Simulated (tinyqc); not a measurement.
Metal-induced gap states at the contact of a metal chain and a two-band chain, step by step. Values are carried at full precision from step to step, so a last printed digit may differ when a step is redone from the rounded ones.

The semiconductor alternates sites A at -Eg/2 and C at +Eg/2 with hopping -t; the gap runs from -Eg/2 to Eg/2. In the gap cosh(q a) = 1 + (Eg^2/4 - E^2)/(2 t^2) and the amplitude changes by -exp(-q a) a period. The metal has site energy 0 and hopping -tm; its end site has g_m = (E - i sqrt(4 tm^2 - E^2))/(2 tm^2). Sites 1, 2, ... count into the semiconductor, with energies e1, e2 alternating. The clean half chain has g1 = 1/(E - e1 - t^2 g2), g2 = 1/(E - e2 - t^2 g1), decaying root. With the contact G11 = 1/(1/g1 - tc^2 g_m), and the density on site j is -Im G_jj/pi = |psi_j/psi_1|^2 (-Im G11/pi), per spin, with psi_2/psi_1 = -t g2, psi_3/psi_2 = -t g1.

Constants: e^2/(4 pi eps0) = 14.39964547 eV angstrom.

Parameters, chosen for this exercise (gap and optical dielectric constant near those of GaN; the chain itself is a model; shifted at random, so the results belong to these values and not to a real crystal): Eg = 3.52 eV (gap); t = 1.89 eV (hopping in the semiconductor); a = 3.19 angstrom (period (two sites); one chain for each area a^2); E = -1.1 eV (energy from mid-gap); tm = 1.67 eV (hopping in the metal); tc = 1.3 eV (hopping across the contact); end = C (site that touches the metal); eps = 5.5 (dielectric constant).

## Decay in the gap

Form cosh(q a), l = exp(-q a), q and the decay length 1/(2q) of the density.

cosh(q a) = 1.26421
l = 0.49076
q = 0.22314 1/angstrom
xi, the decay length of the density = 2.241 angstrom

## Green functions

The decaying root is g1 = (1 - l)/(E - e1), g2 = (1 - l)/(E - e2), l = exp(-q a). Form them, g_m and G11.

g1, g2 (1/eV): -0.17806  0.77158

g_m = -0.19721-0.56540i 1/eV
G11 = -0.18329-0.03315i 1/eV

## Density site by site

D1 = -Im G11/pi, D2 = (t g2)^2 D1, and each further period multiplies by l^2. The sum over all sites is (D1 + D2)/(1 - l^2). The Green functions stand in the order g1, g2.

density on sites 1 to 8 (1/eV): 0.01055  0.02244  0.00254  0.00540  0.00061  0.00130  0.00015  0.00031

Ds, the density per spin summed over the semiconductor = 0.04346 1/eV

The first period holds 76 % of the gap states at this energy.

## Pinning factor

Gap states per area N = 2 Ds/a^2 (two spins). Charge in them sits a distance xi from the metal, so S = 1/(1 + 4 pi e^2 N xi/eps), e^2 meaning e^2/(4 pi eps0); S is the change of the barrier per change of the metal work function.

N = 8.542e+13 1/(eV cm^2)
4 pi e^2 N xi/eps = 0.6297
S = 0.6136

Weak pinning, nearer the Schottky limit S = 1.

## Checks

- g1 from the closed form against decimation: both -0.178057.

Computed by tinyqc, a small Python program: `OMP_NUM_THREADS=1 python tinyqc.py 1482786 1482787 out.jsonl` (the numbers bound the seed that draws the inputs); one thread of a shared host (Intel(R) Xeon(R) Processor @ 2.30GHz), about 0.01 s for the whole set of steps.
